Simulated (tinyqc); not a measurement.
# MOSFET in saturation, small-signal circuit and noise: effect of the temperature on speed and noise

Bias by the inversion coefficient IC = I/Ispec (charge-based model with velocity saturation; weak inversion below 0.1, strong above 10). Common-source circuit: gm, gds, Cgs, Cgd and Cj at the inner nodes, Rg in series with the gate; quasi-static, no source or drain resistance, no gate-body capacitance, no substrate network, no induced gate noise, so fmax is an upper estimate.

Ispec = 2 n mu Cox (W/L) Vt^2, lc = Ls/L, gms = [sqrt((lc IC + 1)^2 + 4 IC) - 1]/[2 + lc (lc IC + 1)], gm = gms Ispec/(n Vt), gds = sg gm. qs = [sqrt(1 + 4 IC) - 1]/2, Cgs = Cox W L qs (2 qs + 3)/(3 (qs + 1)^2) + Cov W, Cgd = Cov W, Cd = Cj W, Rg = Rsh (Wf/L)/(12 Nf) + Rc/W with Nf = W/Wf fingers (not rounded) contacted at both ends. fT = gm/(2 pi (Cgs + Cgd)), fmax = fT/(2 sqrt(Rg (gds + 2 pi fT Cgd))). Channel noise Sid = 4 kB T gam n gm with gam = (1/2 + (2/3) qs)/(1 + qs) + gw lc IC, qs = [sqrt(1 + 4 IC) - 1]/2, lc = Ls/L (the last term an empirical rise with velocity saturation); at the gate, white noise Sw = Sid/gm^2 + 4 kB T Rg. Number fluctuation with correlated mobility: S(f) = K/f, K = q^2 Vt lt Nt/(W L Cox^2) (1 + ac mu Cox I/gm)^2, Vt in eV with Nt per eV. Corner fc = K/Sw. IC is held fixed, and so are mu, n, Ls and Nt.

Values chosen for this exercise:
```
symbol,value,unit,meaning
L,90,nm,gate length
W,80,um,total gate width
Cox,1.75,uF/cm^2,gate capacitance
mu,310,cm^2/(V s),mobility
n,1.39,,slope factor
Ls,15,nm,velocity-saturation length
sg,0.052,,ratio gds/gm
Cov,0.44,fF/um,overlap and fringe capacitance per side
Cj,0.42,fF/um,drain junction capacitance
Rsh,8,ohm,sheet resistance of the gate
Wf,4,um,finger width
Rc,200,ohm um,gate contact and vertical resistance
IC,19,,inversion coefficient
gw,0.03,,short-channel excess of the noise factor
Nt,4.3e17,cm^-3 eV^-1,oxide trap density
lt,0.1,nm,tunnelling length into the oxide
ac,10000,V s/C,Coulomb scattering coefficient
```

Constants: q = 1.602176634e-19 C, kB = 1.380649e-23 J/K, Vt = kB T/q. Results are converted to the units shown.

The same in every row: Rg (ohm) = 3.981.

Effect of the temperature on speed and noise:
```
T (K)   I (uA)  fT (GHz)  fmax (GHz)  sqrt(Sw) (nV/Hz^0.5)  fc (MHz)
100       1891     29.52       83.13                0.4806     35.77
150       4256     44.28       101.8                0.4919     66.41
200       7566     59.04       117.6                0.5030     106.6
250    1.182e4     73.80       131.4                0.5138     156.9
300    1.702e4     88.56       144.0                0.5244     218.0
350    2.317e4     103.3       155.5                0.5348     290.1
400    3.026e4     118.1       166.3                0.5450     373.7
```

As T goes from 100 to 400 K, fT rises from 29.5 to 118 GHz, fmax rises from 83.1 to 166 GHz, the white noise rises from 0.481 to 0.545 nV/Hz^0.5 and the corner rises from 35.8 to 374 MHz. At fixed IC and mobility the current goes as T^2 and gm as T, which is why fT rises; a real mobility would fall with T. For T = 100 to 150 K band tails and dopant freeze-out, left out here, change n and the noise.

Program tinyqc, `OMP_NUM_THREADS=1 python tinyqc.py 2150049 2150050 out.jsonl`; Intel Xeon 2.30GHz, shared host, one thread, about 0.01 s.
